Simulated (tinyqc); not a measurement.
From results back to parameters: carrier statistics of a doped semiconductor with parabolic bands. Three cases, with inputs chosen for the exercise.

Problem. With Boltzmann statistics and no minority carriers, n (n + NA)/(ND - NA - n) = K(T) = (N(T)/2) exp(-E/kB T), E the ionisation energy of the majority dopant and N = 2 (m kB T/(4 pi c))^(3/2) with c = hbar^2/2m0, in 1/angstrom^3; times 1e24 for 1/cm^3, m = m_d. The density below was computed from a hidden E.

Constants: hbar^2/2m0 = 3.80998211 eV angstrom^2; kB = 8.617333262e-05 eV/K.

Case 1.

Values chosen (near those of GaN; the results hold for these values, not for the real material):
- ND = 2.3e+16 1/cm^3 (donors)
- NA = 4.9e+12 1/cm^3 (acceptors)
- m_d = 0.201 m0 (density-of-states mass of the majority band)
- Ta = 26 K

n(Ta) = 1.9100e+14 1/cm^3

Case 2.

Values chosen (near those of Si; the results hold for these values, not for the real material):
- ND = 1.2e+18 1/cm^3 (donors)
- NA = 5e+12 1/cm^3 (acceptors)
- m_d = 1.09 m0 (density-of-states mass of the majority band)
- Ta = 65 K

n(Ta) = 1.9463e+16 1/cm^3

Case 3.

Values chosen (near those of SiC; the results hold for these values, not for the real material):
- ND = 1.1e+16 1/cm^3 (donors)
- NA = 3.9e+12 1/cm^3 (acceptors)
- m_d = 0.834 m0 (density-of-states mass of the majority band)
- Ta = 89 K

n(Ta) = 2.0250e+15 1/cm^3

Find: K(Ta); E.

Solution. The left side gives K; then E = kB T ln(N/(2 K)).

Case 1.

K(Ta) = 1.64e+12 1/cm^3
E = 0.0219 eV

Case 2.

K(Ta) = 3.21e+14 1/cm^3
E = 0.0471 eV

Case 3.

K(Ta) = 4.58e+14 1/cm^3
E = 0.0623 eV

Computed by tinyqc, one run a case: `OMP_NUM_THREADS=1 python tinyqc.py N N+1 out.jsonl` with N = 1650087, 1650149, 1650159; one thread of a shared Intel(R) Xeon(R) Processor @ 2.30GHz, about 0.01 s a run at most.
